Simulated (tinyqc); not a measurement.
From results back to parameters: Bethe-Salpeter matrix of a two-band chain (Tamm-Dancoff form). Three cases, with inputs chosen for the exercise.

Problem. Free pairs form the band Eg + 2t (1 - cos k). An infinite chain with attraction U in the same cell only has a bound pair with binding Eb = S - 2t and weight f = U/S at R = 0, where S = sqrt(4 t^2 + U^2). Both were computed from hidden U and t.

Case 1.

Eb = 1.044794 eV
f = 0.877896

Case 2.

Eb = 0.047576 eV
f = 0.204665

Case 3.

Eb = 0.081632 eV
f = 0.285477

Find: S; U; t.

Solution. 2t = S sqrt(1 - f^2), so S = Eb/(1 - sqrt(1 - f^2)) and U = f S.

Case 1.

S = 2.005 eV
U = 1.76 eV
t = 0.48 eV

Case 2.

S = 2.248 eV
U = 0.46 eV
t = 1.10 eV

Case 3.

S = 1.962 eV
U = 0.56 eV
t = 0.94 eV

Computed by tinyqc, one run a case: `OMP_NUM_THREADS=1 python tinyqc.py N N+1 out.jsonl` with N = 1250330, 1250343, 1250388; one thread of a shared Intel(R) Xeon(R) Processor @ 2.30GHz, about 5 s a run at most.
